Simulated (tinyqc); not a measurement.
Trap density from two Hall measurements.

Inverse problem. p-type body, charge-sheet picture, full ionisation (an idealisation for deep acceptors), Boltzmann statistics for free electrons. e = Ec - EF at the surface. psi = Eg - Vt ln(Nv/Na) - e; N_dep = sqrt(2 eps0 eps_r Na (psi - Vt)/q); n_f = sqrt(N_dep^2 + 2 eps0 eps_r Vt Nc exp(-e/Vt)/q) - N_dep; Vg = Vfb + psi + q (N_dep + n_t + n_f)/Cox, Cox = eps0 eox/tox. Find e and n_t at both points and the mean trap density between them.

Values chosen for this exercise; band and dielectric values close to those of 4H silicon carbide:
```
symbol    value   unit                                   meaning
T           300      K                               temperature
Eg         3.29     eV                                  band gap
eps_r      9.72                            relative permittivity
Nc       1.7e19  cm^-3    conduction-band density of states at T
Nv      2.45e19  cm^-3       valence-band density of states at T
eox         3.9           relative permittivity of the insulator
tox          69     nm                       insulator thickness
Na       4.3e16  cm^-3                          acceptor density
Vfb       -2.53      V  flat-band voltage without trapped charge
```

Constants: q = 1.602176634e-19 C, kB = 1.380649e-23 J/K, Vt = kB T/q, eps0 = 8.8541878128e-14 F/cm where lengths are in cm. Results are converted to the units shown.

Vg (V): 12.848598  24.264585
free sheet density from the Hall effect (cm^-2): 1.3595713e9  1.0903867e11

Solution. Each n_f fixes e; what the gate voltage holds beyond psi, N_dep and n_f is trapped; the difference quotient is the density, smeared over a few Vt.

e (eV): 0.189  0.0740
n_t (cm^-2): 2.73e12  6.12e12
mean trap density = 2.96e13 cm^-2 eV^-1

Computed by the program tinyqc: `OMP_NUM_THREADS=1 python tinyqc.py 2222075 2222076 out.jsonl`, one thread of a shared Intel Xeon 2.30GHz, about 0.02 s for the whole run.
